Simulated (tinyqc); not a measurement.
Inside a calculation. Model: disorder broadening of a flat band (such as a Landau level) in the self-consistent Born approximation.

Computed by the program tinyqc: `OMP_NUM_THREADS=1 python tinyqc.py 2720117 2720118 out.jsonl`, one thread of a shared Intel Xeon 2.30GHz, about 0.01 s for the whole run. Printed values are rounded.

The local Green function is G = g0(z - Sigma) with z = E + i eta and g0(z) = 1/z; the self-energy is Sigma = D G. The density of states is -Im G/pi.

Inputs (values chosen for the exercise):
- D = 0.021 eV^2 (variance of the random potential)
- eta = 0.01 eV (bare broadening)
- E = 0.188 eV (energy from the band centre)
- mix = 0.5 (mixing)

Constants: q = 1.602176634e-19 C, hbar = 1.054571817e-34 J s. Results are converted to the units shown.

Range of the model: The self-consistent Born approximation misses band tails from rare fluctuations and localisation.

## Iteration 1: Born step

Sigma at the start = 0.000000+0.000000i eV

G = g0(z - Sigma), Sigma(out) = D G, Sigma(new) = Sigma + mix (Sigma(out) - Sigma).

G = 5.304142-0.282135i 1/eV
Sigma(out) = 0.1113870-0.0059248i eV
Sigma after iteration 1 = 0.05569349-0.00296242i eV

Sigma(out) of this first step, from Sigma = 0, is the plain (first) Born approximation.

## Iteration 2: Born step

As before.

G = 7.486348-0.733457i 1/eV
Sigma(out) = 0.1572133-0.0154026i eV
Sigma after iteration 2 = 0.1064534-0.0091825i eV

## Iteration 3: Born step

As before.

G = 11.61994-2.73340i 1/eV
Sigma(out) = 0.2440187-0.0574014i eV
Sigma after iteration 3 = 0.1752361-0.0332920i eV

## Course of the iteration

Stop when |Sigma(out) - Sigma| is below 1e-10 eV, or after 300 iterations; the start is Sigma = 0.

Course of the iteration:
```
iteration,Re Sigma (eV),Im Sigma (eV),|Sigma(out) - Sigma| (eV)
1,0.0556935,-0.0029624,0.112
2,0.1064534,-0.0091825,0.102
3,0.1752361,-0.0332920,0.146
4,0.1534079,-0.2397881,0.415
5,0.0824157,-0.1611387,0.212
6,0.0686246,-0.1250083,0.0773
7,0.0729062,-0.1061521,0.0387
8,0.0816505,-0.0986891,0.0230
9,0.0891167,-0.0986984,0.0149
...,...,...,...
41,0.0897461,-0.1054857,3.92e-9
42,0.0897461,-0.1054857,2.43e-9
43,0.0897461,-0.1054857,1.51e-9
44,0.0897461,-0.1054857,9.38e-10
45,0.0897461,-0.1054857,5.82e-10
46,0.0897461,-0.1054857,3.62e-10
47,0.0897461,-0.1054857,2.24e-10
48,0.0897461,-0.1054857,1.39e-10
49,0.0897461,-0.1054857,8.65e-11
```

Converged in 49 iterations. At the solution d Sigma(out)/d Sigma = -0.146-0.902i, so the error shrinks by |1 - mix + mix times that| = 0.621 a step.

## Density of states and lifetime

converged Sigma = 0.0897461-0.1054857i eV

G = Sigma/D, density of states -Im G/pi, lifetime hbar/(2 |Im Sigma|); without disorder the density of states is -Im g0(z)/pi. Closed form: G = (z - sqrt(z^2 - 4 D))/(2 D) with the root that gives Im G < 0; for eta -> 0 a semi-ellipse of half-width 2 sqrt(D).

density of states = 1.598912 1/eV
lifetime = 3.119910 fs
density of states without disorder = 0.08980642 1/eV

Disorder makes the density of states at this energy 17.8 times the clean value.
